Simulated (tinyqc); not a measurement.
Implant damage, amorphisation by cascade overlap, and solid-phase epitaxial regrowth: one step, computed by the program tinyqc. Command: `OMP_NUM_THREADS=1 python tinyqc.py 3111647 3111648 out.jsonl sper walk`. One thread of a shared host (Intel(R) Xeon(R) Processor @ 2.30GHz), about 0.01 s of CPU time with the checks.

Range and width of the damage are inputs. Dynamic annealing enters only through the surviving share f.

Problem. Isothermal regrowth. v = v0 x orientation factor x exp(-E_a/(k_B T)) x [1 + (enhancement - 1) exp(-(z - R_d)^2/(2 s_d^2))], T = anneal temperature + 273.15 K; the dopant is taken to follow the damage profile; the lower front moves from the lower edge z2 to the surface, or to the middle (z1 + z2)/2 of a buried layer with upper edge z1; time = int dz/v; the equivalent undoped distance is that time times the undoped velocity.

Inputs (values chosen for the exercise, modelled on arsenic ions in silicon): depth of the damage peak R_d = 18 nm; width of the damage profile s_d = 9.7 nm; regrowth prefactor v0 = 3.6e+15 nm/s; regrowth energy E_a = 2.71 eV; anneal temperature = 702 C; rate relative to (100) = 0.33; peak enhancement by the dopant = 9.7.

lower edge = 40.87676 nm

upper edge = 0 nm

Constants: k_B = 8.617333262e-05 eV/K.

Give: undoped velocity; distance to regrow; time without enhancement; equivalent undoped distance; time with enhancement.

Solution.

undoped velocity = 11.72 nm/s

distance to regrow = 40.88 nm

time without enhancement = 3.487 s

equivalent undoped distance = 9.054 nm

time with enhancement = 0.7724 s

The rate doubles for each 21 K or so near this temperature.
